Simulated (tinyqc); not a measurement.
Worked calculation: optical gain and spontaneous emission in a bulk direct-gap semiconductor. Values are carried at full precision from step to step, so a last printed digit may differ when a step is redone from the rounded ones.

F_j(eta) = (1/Gamma(j + 1)) integral_0^infinity x^j dx/(1 + exp(x - eta)), which tends to exp(eta) for eta << 0.

Quasi-Fermi levels: n = Nc F_1/2(Fc/kT) and p = Nv F_1/2(Fv/kT), Fc counted up from the conduction edge and Fv down from the valence edge; Nc, Nv from N = 2 (m kB T/(4 pi c))^(3/2) with c = hbar^2/2m0, in 1/angstrom^3; times 1e24 for 1/cm^3, with me and (mhh^(3/2) + mlh^(3/2))^(2/3).

Constants: hbar^2/2m0 = 3.80998211 eV angstrom^2; kB = 8.617333262e-05 eV/K; fine-structure constant alpha = 0.007297352564; hbar = 6.58211957e-16 eV s; hbar c = 1973.269805 eV angstrom.

Inputs chosen for the exercise (near those of InGaAs; not measured data): me = 0.0401 m0 (electron mass); mhh = 0.471 m0 (heavy-hole mass); mlh = 0.0518 m0 (light-hole mass); n = 3e+18 1/cm^3 (injected density, n = p); T = 400 K; Eg = 0.761 eV (direct gap); Ep = 23 eV (Kane energy); nr = 3.57 (refractive index); E = 0.859 eV (photon energy).

## Quasi-Fermi levels

Solve for Fc and Fv.

kT = 0.034469 eV
Nc = 3.102e+17 1/cm^3
Nv = 1.294e+19 1/cm^3
Fc = 0.1837 eV
Fv = -0.0476 eV
Fc + Fv = 0.1361 eV

The separation of the quasi-Fermi levels exceeds the gap, so photons between Eg and Eg + (Fc + Fv) see gain. The quasi-Fermi level of the electrons lies inside the band, that of the holes in the gap.

## Absorption of the empty crystal

Parabolic bands, vertical transitions, no excitons. For each hole band j: mr = me mj/(me + mj); joint density of states J_j(E) = (mr/c)^(3/2) sqrt(E - Eg)/(2 pi^2), both spins, c = hbar^2/2m0; averaged matrix element |e.p|^2 = m0 Ep/6; alpha_j(E) = 4 pi^2 alpha_f c Ep J_j/(3 nr E) in 1/angstrom (alpha_f the fine-structure constant, listed as alpha among the constants), times 1e8 for 1/cm.

Evaluate at E for heavy and light holes.

mr, J and alpha of each hole band:
```
hole   mr (m0)  J (1/(eV angstrom^3))  alpha (1/cm)
heavy  0.03695              1.515e-05        4157.0
light  0.02260              7.247e-06        1988.5
```

The heavy-hole band gives 68 % of the total, 6146 1/cm.

## Occupations and gain at E

For band j the electron sits at Ee = (E - Eg) mr/me above its edge and the hole at Eh = (E - Eg) mr/mj; fe = 1/(1 + exp((Ee - Fc)/kT)), fh = 1/(1 + exp((Eh - Fv)/kT)); gain g = sum_j alpha_j (fe + fh - 1).

Use mr and alpha from the table.

Energies, occupations and gain of each hole band:
```
hole   Ee (eV)  Eh (eV)     fe     fh  g (1/cm)
heavy   0.0903   0.0077  0.938  0.168       437
light   0.0552   0.0428  0.976  0.068        88
```

total gain = 525 1/cm

E - Eg = 0.0980 eV is below Fc + Fv = 0.1361 eV, so both bands give gain (Bernard-Duraffourg).

## Spontaneous emission

Spontaneous rate: R = integral of (nr E/(hbar c))^2/(pi^2 hbar) sum_j alpha_j fe fh dE, with alpha in 1/cm and (nr E/(hbar c))^2 in 1/cm^2 (1e16 per 1/angstrom^2); B = R/(n p); lifetime n/R.

Integrate over photon energy.

R = 5.94e+26 1/(cm^3 s)
B = 6.60e-11 cm^3/s
radiative lifetime = 5.05 ns

## Checks

- B at n = 1e13 1/cm^3 against the van Roosbroeck-Shockley value from alpha and ni^2 (cm^3/s): both 9.75e-11.

(tinyqc, `OMP_NUM_THREADS=1 python tinyqc.py 1652452 1652453 out.jsonl`, Intel(R) Xeon(R) Processor @ 2.30GHz, 1 thread, shared host, about 0.09 s.)
